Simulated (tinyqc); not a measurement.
# Double-gate transistor below threshold, two-dimensional Poisson equation on a small mesh, step by step

Program tinyqc, `OMP_NUM_THREADS=1 python tinyqc.py 2480058 2480059 out.jsonl`; Intel Xeon 2.30GHz, shared host, one thread, about 0.1 s. Printed values are rounded.

Half of a symmetric double-gate structure: row 0 is the mid-plane of the body, where the normal field vanishes. Mobile charge is neglected (subthreshold), the body is fully depleted, and potentials are counted from the intrinsic level; rows run upward to the gate, columns from source to drain.

Values chosen for this exercise; semiconductor permittivity made up: relative permittivity of the semiconductor eps_r = 11.8; relative permittivity of the insulator eox = 3.9; half the body thickness tb = 8 nm; insulator thickness tox = 1 nm; channel length L = 43 nm; acceptor density of the depleted body Na = 0 cm^-3; potential of the source Vbi = 0.52 V; gate offset Vfb = 0.04 V; gate voltage Vg = 0 V; drain voltage Vd = 0.7 V.

Constants: q = 1.602176634e-19 C, eps0 = 8.8541878128e-14 F/cm where lengths are in cm. Results are converted to the units shown.

## Coefficients of the five-point equations

Mesh: rows i = 0..3 in the semiconductor (step hs = tb/3, row 3 on the interface), then 2 step(s) ho = tox/2 up to the gate row 5; columns j = 0..7 (step hy = L/7). Box integration, divided by eps0: up_i = eps hy/h of the interval above row i, dn_i = that of the interval below (0 for row 0), lat_i = (sum of eps h/2 over the intervals above and below)/hy, s_i = -q Na w_i hy/eps0 with w_i the semiconductor height of the box (hs/2 for row 0 and the interface row, hs between, 0 in the insulator). Each free node obeys (up + dn + 2 lat) psi = up psi(above) + dn psi(below) + lat [psi(left) + psi(right)] + s.

```
row       up       dn       lat  s (V)
0    27.1821        0   2.56124      0
1    27.1821  27.1821   5.12248      0
2    27.1821  27.1821   5.12248      0
3    47.9143  27.1821   2.71996      0
4    47.9143  47.9143  0.317442      0
```

## Iteration 1: over-relaxation sweep (omega = 2.05)

psi at the start (fixed values on the edges, free nodes at the gate value) (V):
```
            j=0       j=1       j=2       j=3       j=4       j=5       j=6       j=7
row 0   0.52000  -0.04000  -0.04000  -0.04000  -0.04000  -0.04000  -0.04000   1.22000
row 1   0.52000  -0.04000  -0.04000  -0.04000  -0.04000  -0.04000  -0.04000   1.22000
row 2   0.52000  -0.04000  -0.04000  -0.04000  -0.04000  -0.04000  -0.04000   1.22000
row 3   0.52000  -0.04000  -0.04000  -0.04000  -0.04000  -0.04000  -0.04000   1.22000
row 4   0.24000  -0.04000  -0.04000  -0.04000  -0.04000  -0.04000  -0.04000   0.59000
row 5  -0.04000  -0.04000  -0.04000  -0.04000  -0.04000  -0.04000  -0.04000  -0.04000
```

Free nodes: rows 0..4, columns 1..6, taken row by row from row 0, left to right. t = (up psi(above) + dn psi(below) + lat [psi(left) + psi(right)] + s)/(up + dn + 2 lat), with the newest neighbours; psi(new) = psi + 2.05 (t - psi).

psi after iteration 1 (V):
```
            j=0       j=1       j=2       j=3       j=4       j=5       j=6       j=7
row 0   0.52000   0.05102  -0.02521  -0.03760  -0.03961  -0.03994   0.16480   1.22000
row 1   0.52000   0.12952   0.00031  -0.03137  -0.03826  -0.03966   0.34148   1.22000
row 2   0.52000   0.19722   0.03332  -0.02064  -0.03535  -0.03895   0.49397   1.22000
row 3   0.52000   0.16291   0.02478  -0.02212  -0.03555  -0.03897   0.41677   1.22000
row 4   0.24000   0.16850   0.02737  -0.02134  -0.03534  -0.03892   0.42936   0.59000
row 5  -0.04000  -0.04000  -0.04000  -0.04000  -0.04000  -0.04000  -0.04000  -0.04000
```

## Iteration 2: over-relaxation sweep (omega = 2.05)

As before.

psi after iteration 2 (V):
```
            j=0       j=1       j=2       j=3       j=4       j=5       j=6       j=7
row 0   0.52000   0.25026   0.06157  -0.01107  -0.03270  -0.00501   0.61346   1.22000
row 1   0.52000   0.33451   0.13078   0.02063  -0.02161   0.05572   0.80392   1.22000
row 2   0.52000   0.31186   0.14651   0.03845  -0.01226   0.13364   0.75414   1.22000
row 3   0.52000   0.28795   0.12714   0.03015  -0.01487   0.11374   0.70019   1.22000
row 4   0.24000   0.07735   0.06037   0.01254  -0.01894   0.11872   0.22619   0.59000
row 5  -0.04000  -0.04000  -0.04000  -0.04000  -0.04000  -0.04000  -0.04000  -0.04000
```

## Course of the iteration: over-relaxation sweep (omega = 2.05)

Stop when the largest change of psi is below 1e-7 V, or after 25 iterations. Fixed values: gate row Vg - Vfb; column 0 at Vbi and the last column at Vbi + Vd in the semiconductor, each running linearly to Vg - Vfb across the insulator.

Course of the iteration:
```
iteration  psi at row 0, j = 3 (V)  largest |change| of one entry (V)
1                       -0.0375956                              0.534
2                       -0.0110744                              0.462
3                        0.0785561                              0.456
4                         0.161309                              0.541
5                         0.177935                              0.363
6                        0.0667734                              0.659
7                        0.0184122                              0.770
8                         0.115245                              0.556
9                         0.232405                              0.620
...                            ...                                ...
17                       -0.330530                              0.571
18                        0.106236                              0.909
19                       -0.186063                               1.05
20                       -0.703367                              0.862
21                       0.0133438                               1.19
22                         1.41449                               1.40
23                        0.723678                               1.05
24                        0.131760                               1.33
25                       -0.524072                               1.33
```

Not converged within 25 iterations. The largest change wanders without falling. Over-relaxation cannot converge for omega of 2 or more. A rerun with over-relaxation at omega = 1.46 converges in 25 iterations.
